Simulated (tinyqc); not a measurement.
On-chip interconnect, size-dependent resistivity and RC delay: one step of the calculation.

A rectangular line between two neighbours and two ground planes. Surface and grain-boundary scattering are added to the bulk resistivity as corrections; capacitances are parallel-plate values without fringing; inductance is ignored.

Problem. Ladder and Elmore delays. 4 equal pi sections: series Rs = r Lw/4; node capacitances c Lw/4, halved at nodes 0 and 4, with Cl added to node 4; Rd feeds node 0. Elmore delay of node k: the sum, over the resistors on the path to k, of resistance times all capacitance downstream of it.

Parameters, values chosen for the exercise; metal values close to those of aluminium: line length Lw = 61 um; driver resistance Rd = 3000 ohm; load capacitance Cl = 2.9 fF.

r = 77.921243 ohm/um
c = 0.054674610 fF/um

Find: Rs; C; Elmore delay.

Solution.

Rs = 1188 ohm

```
node	C (fF)	Elmore delay (ps)
0	0.4169	18.71
1	0.8338	25.62
2	0.8338	31.54
3	0.8338	36.47
4	3.317	40.42
```

The far-end value equals Rd (c Lw + Cl) + r Lw (c Lw/2 + Cl) for any number of pi sections; the line resistance contributes 53.7 % of it.

Range of the model: The metal width is under the mean free path, where the thick-limit surface term and the simple sum of corrections lose accuracy.

Program tinyqc, `OMP_NUM_THREADS=1 python tinyqc.py 2100024 2100025 out.jsonl`; Intel Xeon 2.30GHz, shared host, one thread, about 0.01 s.
